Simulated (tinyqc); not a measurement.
# Short-channel transistor, virtual-source model with series resistance, step by step

Numbers from tinyqc (`OMP_NUM_THREADS=1 python tinyqc.py 2380130 2380131 out.jsonl`; about 0.01 s on one thread of a shared Intel Xeon 2.30GHz). Printed values are rounded.

The current per gate width is the charge at the top of the source barrier (the virtual source) times its velocity times a saturation function; al and be are fitting constants of the model. Units: I in uA/um, Rs in ohm um, so I Rs = 1e-6 I Rs in volts; Q in uC/cm^2, so I = 1e-4 Q vx0 Fsat with vx0 in cm/s.

Parameters, values chosen for the exercise: temperature T = 300 K; inversion capacitance Cinv = 2.57 uF/cm^2; velocity at the virtual source vx0 = 3.67e7 cm/s; apparent mobility mu = 320 cm^2/(V s); channel length L = 16 nm; threshold at zero drain voltage VT0 = 0.45 V; drain-induced barrier lowering dl = 0.023 V/V; subthreshold factor n0 = 1.13; growth of n with drain voltage nd = 0.2 1/V; threshold shift (in units of Vt) from weak to strong inversion al = 3.5; sharpness of saturation be = 1.6; series resistance of each contact Rs = 120 ohm um; gate voltage Vgs = 1 V; drain voltage Vds = 0.05 V.

Constants: q = 1.602176634e-19 C, kB = 1.380649e-23 J/K, Vt = kB T/q. Results are converted to the units shown.

## Iteration 1: current through the series resistance

I at the start = 0 uA/um

Intrinsic voltages Vg' = Vgs - I Rs, Vd' = Vds - 2 I Rs. n = n0 + nd Vd', VT = VT0 - dl Vd', Ff = 1/(1 + exp((Vg' - VT + al Vt/2)/(al Vt))), Q = Cinv n Vt ln(1 + exp((Vg' - VT + al Vt Ff)/(n Vt))), Vdsat = (vx0 L/mu)(1 - Ff) + Vt Ff, Fsat = u/(1 + u^be)^(1/be) with u = Vd'/Vdsat, and I(out) = Q vx0 Fsat per width. (Fsat takes the sign of u.) Newton step: I(new) = I + (I(out) - I)/(1 - s), s = dI(out)/dI by a central difference with +/- 0.001 uA/um.

Vg' = 1 V
Vd' = 0.05 V
VT = 0.448850 V
Ff = 0.00137042
Q = 1.41677 uC/cm^2
Vdsat = 0.183284 V
Fsat = 0.253422
I(out) = 1317.68 uA/um
s = -5.91918
I after iteration 1 = 190.439 uA/um

## Iteration 2: current through the series resistance

As before.

Vg' = 0.977147 V
Vd' = 0.00429458 V
VT = 0.449901 V
Ff = 0.00178405
Q = 1.35544 uC/cm^2
Vdsat = 0.183219 V
Fsat = 0.0234036
I(out) = 116.420 uA/um
s = -6.51747
I after iteration 2 = 180.593 uA/um

## Iteration 3: current through the series resistance

As before.

Vg' = 0.978329 V
Vd' = 0.00665769 V
VT = 0.449847 V
Ff = 0.00175989
Q = 1.35861 uC/cm^2
Vdsat = 0.183223 V
Fsat = 0.0362242
I(out) = 180.617 uA/um
s = -6.52120
I after iteration 3 = 180.596 uA/um

## Course of the iteration: current through the series resistance

Stop when I changes by less than 1e-7 uA/um, or after 80 iterations.

Course of the iteration:
```
iteration  I (uA/um)  |change| (uA/um)
1            190.439               190
2            180.593              9.85
3            180.596           3.18e-3
4            180.596          2.74e-11
```

Converged in 4 iterations. At the end the number of correct digits about doubles with each step.

## What the series resistance costs

converged I = 180.596 uA/um
I0 = 1317.68 uA/um

Intrinsic voltages Vg' = Vgs - I Rs, Vd' = Vds - 2 I Rs. n = n0 + nd Vd', VT = VT0 - dl Vd', Ff = 1/(1 + exp((Vg' - VT + al Vt/2)/(al Vt))), Q = Cinv n Vt ln(1 + exp((Vg' - VT + al Vt Ff)/(n Vt))), Vdsat = (vx0 L/mu)(1 - Ff) + Vt Ff, Fsat = u/(1 + u^be)^(1/be) with u = Vd'/Vdsat, and I = Q vx0 Fsat per width. I0 is the current for Rs = 0. Effective velocity I/Q; transit time L Q/I.

loss against I0 = 86.2944 %
effective velocity = 1.32927e6 cm/s
transit time = 1.20366 ps

The carriers leave the virtual source at 3.62 % of vx0: Vd' is not large against Vdsat.
